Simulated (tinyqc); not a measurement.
Inside a calculation. Model: short-channel transistor, virtual-source model with series resistance.

Program tinyqc, `OMP_NUM_THREADS=1 python tinyqc.py 2380048 2380049 out.jsonl`; Intel Xeon 2.30GHz, shared host, one thread, about 0.01 s. Printed values are rounded.

The current per gate width is the charge at the top of the source barrier (the virtual source) times its velocity times a saturation function; al and be are fitting constants of the model. Units: I in uA/um, Rs in ohm um, so I Rs = 1e-6 I Rs in volts; Q in uC/cm^2, so I = 1e-4 Q vx0 Fsat with vx0 in cm/s.

Parameters, values chosen for the exercise:

| symbol | value | unit | meaning |
|---|---|---|---|
| T | 293 | K | temperature |
| Cinv | 2.73 | uF/cm^2 | inversion capacitance |
| vx0 | 1.46e7 | cm/s | velocity at the virtual source |
| mu | 770 | cm^2/(V s) | apparent mobility |
| L | 20 | nm | channel length |
| VT0 | 0.356 | V | threshold at zero drain voltage |
| dl | 0.081 | V/V | drain-induced barrier lowering |
| n0 | 1.51 |  | subthreshold factor |
| nd | 0.05 | 1/V | growth of n with drain voltage |
| al | 3.5 |  | threshold shift (in units of Vt) from weak to strong inversion |
| be | 1.6 |  | sharpness of saturation |
| Rs | 120 | ohm um | series resistance of each contact |
| Vgs | 0.51 | V | gate voltage |
| Vds | 1 | V | drain voltage |

Constants: q = 1.602176634e-19 C, kB = 1.380649e-23 J/K, Vt = kB T/q. Results are converted to the units shown.

## Iteration 1: current through the series resistance

I at the start = 0 uA/um

Intrinsic voltages Vg' = Vgs - I Rs, Vd' = Vds - 2 I Rs. n = n0 + nd Vd', VT = VT0 - dl Vd', Ff = 1/(1 + exp((Vg' - VT + al Vt/2)/(al Vt))), Q = Cinv n Vt ln(1 + exp((Vg' - VT + al Vt Ff)/(n Vt))), Vdsat = (vx0 L/mu)(1 - Ff) + Vt Ff, Fsat = u/(1 + u^be)^(1/be) with u = Vd'/Vdsat, and I(out) = Q vx0 Fsat per width. (Fsat takes the sign of u.) Newton step: I(new) = I + (I(out) - I)/(1 - s), s = dI(out)/dI by a central difference with +/- 0.001 uA/um.

Vg' = 0.51 V
Vd' = 1 V
VT = 0.275 V
Ff = 0.04072831
Q = 0.6516271 uC/cm^2
Vdsat = 0.03740592 V
Fsat = 0.9967585
I(out) = 948.2917 uA/um
s = -0.5321884
I after iteration 1 = 618.9132 uA/um

## Iteration 2: current through the series resistance

As before.

Vg' = 0.4357304 V
Vd' = 0.8514608 V
VT = 0.2870317 V
Ff = 0.1013176
Q = 0.4322917 uC/cm^2
Vdsat = 0.03663805 V
Fsat = 0.9959485
I(out) = 628.5888 uA/um
s = -0.4953209
I after iteration 2 = 625.3838 uA/um

## Iteration 3: current through the series resistance

As before.

Vg' = 0.4349539 V
Vd' = 0.8499079 V
VT = 0.2871575 V
Ff = 0.1022511
Q = 0.4300931 uC/cm^2
Vdsat = 0.03662622 V
Fsat = 0.9959388
I(out) = 625.3857 uA/um
s = -0.4947295
I after iteration 3 = 625.3851 uA/um

## Course of the iteration: current through the series resistance

Stop when I changes by less than 1e-7 uA/um, or after 80 iterations.

Course of the iteration:
```
iteration  I (uA/um)  |change| (uA/um)
1           618.9132               619
2           625.3838              6.47
3           625.3851           1.28e-3
4           625.3851           < 1e-10
```

Converged in 4 iterations. The change falls from 620 in the first iteration to below the tolerance in the last.

## What the series resistance costs

converged I = 625.3851 uA/um
I0 = 948.2917 uA/um

Intrinsic voltages Vg' = Vgs - I Rs, Vd' = Vds - 2 I Rs. n = n0 + nd Vd', VT = VT0 - dl Vd', Ff = 1/(1 + exp((Vg' - VT + al Vt/2)/(al Vt))), Q = Cinv n Vt ln(1 + exp((Vg' - VT + al Vt Ff)/(n Vt))), Vdsat = (vx0 L/mu)(1 - Ff) + Vt Ff, Fsat = u/(1 + u^be)^(1/be) with u = Vd'/Vdsat, and I = Q vx0 Fsat per width. I0 is the current for Rs = 0. Effective velocity I/Q; transit time L Q/I.

loss against I0 = 34.05140 %
effective velocity = 1.454071e7 cm/s
transit time = 0.1375449 ps

The carriers leave the virtual source at 99.6 % of vx0: the device is in saturation.
